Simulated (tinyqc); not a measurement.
Bethe-Salpeter matrix of a two-band chain (Tamm-Dancoff form): one step. The singlet matrix.

One valence and one conduction band, lattice period 1, mesh k = 2 pi j/N. Pair energies D(k) = Eg + 2 t sum(1 - cos k), t = tc + tv. Screened attraction W(R) = U at R = 0 and V/|R| otherwise, R over the N cells with the nearest image; W(q) = sum_R W(R) cos(q R). H(k, k') = D(k) delta - W(k - k')/Nk + 2 J/Nk for singlets (J = 0 for triplets), Nk the number of k points. With a constant transition dipole the strength of a state is f = (sum_k A_k)^2/Nk, and the f sum to 1.

Inputs chosen for the exercise: Eg = 4.1 eV (quasiparticle gap); tc = 0.53 eV (conduction hopping); tv = 0.49 eV (valence hopping); U = 1.23 eV (attraction in the same cell); V = 0 eV (attraction at one cell distance); J = 0.13 eV (exchange in the same cell); N = 8 (k points along each axis).

Task: Fill in H.

Give: H.

Result:

H (eV), lower triangle:
```
         j0       j1       j2       j3       j4       j5       j6      j7
j0   3.9787
j1  -0.1212   4.5763
j2  -0.1212  -0.1212   6.0187
j3  -0.1212  -0.1212  -0.1212   7.4612
j4  -0.1212  -0.1212  -0.1212  -0.1212   8.0587
j5  -0.1212  -0.1212  -0.1212  -0.1212  -0.1212   7.4612
j6  -0.1212  -0.1212  -0.1212  -0.1212  -0.1212  -0.1212   6.0187
j7  -0.1212  -0.1212  -0.1212  -0.1212  -0.1212  -0.1212  -0.1212  4.5763
```

tinyqc: `OMP_NUM_THREADS=1 python tinyqc.py 1281194 1281195 out.jsonl`; about 0.09 s, one thread, shared Intel(R) Xeon(R) Processor @ 2.30GHz.
